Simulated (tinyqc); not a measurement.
Worked calculation: CISD on RHF in the sto-3g basis, for B+, spin multiplicity 1. One step of it, computed by the program tinyqc.

Question. CISD: determinants and Hamiltonian. Slater-Condon rules over spin orbitals, with the nuclear repulsion added and E(HF) subtracted on the diagonal. Only determinants linked to the reference directly or through others are kept (one block of an abelian symmetry group), so some states are absent.

one-electron integrals over orbitals h = C^T H C (hartree):
```
            1          2          3          4          5
1  -12.310688   0.342793   0.000000   0.000000   0.000000
2    0.342793  -2.802244   0.000000   0.000000   0.000000
3    0.000000   0.000000  -2.617559   0.000000   0.000000
4    0.000000   0.000000   0.000000  -2.617559   0.000000
5    0.000000   0.000000   0.000000   0.000000  -2.617559
```

Two-electron integrals over orbitals (pq|rs), unique and non-zero (hartree):
```
(11|11) 2.897294    (21|11) -0.324303   (21|21) 0.057850    (22|11) 0.742479
(22|21) -0.018490   (22|22) 0.525885    (31|31) 0.021414    (32|31) 0.027489
(32|32) 0.112771    (33|11) 0.742089    (33|21) -0.011529   (33|22) 0.533524
(33|33) 0.586773    (41|41) 0.021414    (42|41) 0.027489    (42|42) 0.112771
(43|43) 0.031630    (44|11) 0.742089    (44|21) -0.011529   (44|22) 0.533524
(44|33) 0.523513    (44|44) 0.586773    (51|51) 0.021414    (52|51) 0.027489
(52|52) 0.112771    (53|53) 0.031630    (54|54) 0.031630    (55|11) 0.742089
(55|21) -0.011529   (55|22) 0.533524    (55|33) 0.523513    (55|44) 0.523513
(55|55) 0.586773
```

nuclear repulsion = 0 hartree

Hartree-Fock energy = -23.94847037 hartree

Give: determinants; H - E(HF) between determinants.

Answer.

Occupation strings over the orbitals (2 doubly, a alpha, b beta, 0 empty; spin orbitals ordered 1a 1b 2a 2b ...): 22000 20200 ab200 20020 ab020 20002 ab002 ba200 02200 ba020 02020 ba002 02002

H - E(HF) between determinants (hartree):
```
         22000    20200    ab200    20020    ab020    20002    ab002    ba200
22000   0.0000   0.1128  -0.0275   0.1128  -0.0275   0.1128  -0.0275   0.0275
20200   0.1128   0.5016  -0.0321   0.0316   0.0000   0.0316   0.0000   0.0321
ab200  -0.0275  -0.0321   7.3467   0.0000   0.0316   0.0000   0.0316  -0.0579
20020   0.1128   0.0316   0.0000   0.5016  -0.0321   0.0316   0.0000   0.0000
ab020  -0.0275   0.0000   0.0316  -0.0321   7.3467   0.0000   0.0316   0.0000
20002   0.1128   0.0316   0.0000   0.0316   0.0000   0.5016  -0.0321   0.0000
ab002  -0.0275   0.0000   0.0316   0.0000   0.0316  -0.0321   7.3467   0.0000
ba200   0.0275   0.0321  -0.0579   0.0000   0.0000   0.0000   0.0000   7.3467
02200   0.0214   0.0579   0.2738   0.0000   0.0000   0.0000   0.0000  -0.2738
ba020   0.0275   0.0000   0.0000   0.0321  -0.0579   0.0000   0.0000   0.0316
02020   0.0214   0.0000   0.0000   0.0579   0.2738   0.0000   0.0000   0.0000
ba002   0.0275   0.0000   0.0000   0.0000   0.0000   0.0321  -0.0579   0.0316
02002   0.0214   0.0000   0.0000   0.0000   0.0000   0.0579   0.2738   0.0000

         02200    ba020    02020    ba002    02002
22000   0.0214   0.0275   0.0214   0.0275   0.0214
20200   0.0579   0.0000   0.0000   0.0000   0.0000
ab200   0.2738   0.0000   0.0000   0.0000   0.0000
20020   0.0000   0.0321   0.0579   0.0000   0.0000
ab020   0.0000  -0.0579   0.2738   0.0000   0.0000
20002   0.0000   0.0000   0.0000   0.0321   0.0579
ab002   0.0000   0.0000   0.0000  -0.0579   0.2738
ba200  -0.2738   0.0316   0.0000   0.0316   0.0000
02200  16.1301   0.0000   0.0316   0.0000   0.0316
ba020   0.0000   7.3467  -0.2738   0.0316   0.0000
02020   0.0316  -0.2738  16.1301   0.0000   0.0316
ba002   0.0000   0.0316   0.0000   7.3467  -0.2738
02002   0.0316   0.0000   0.0316  -0.2738  16.1301
```
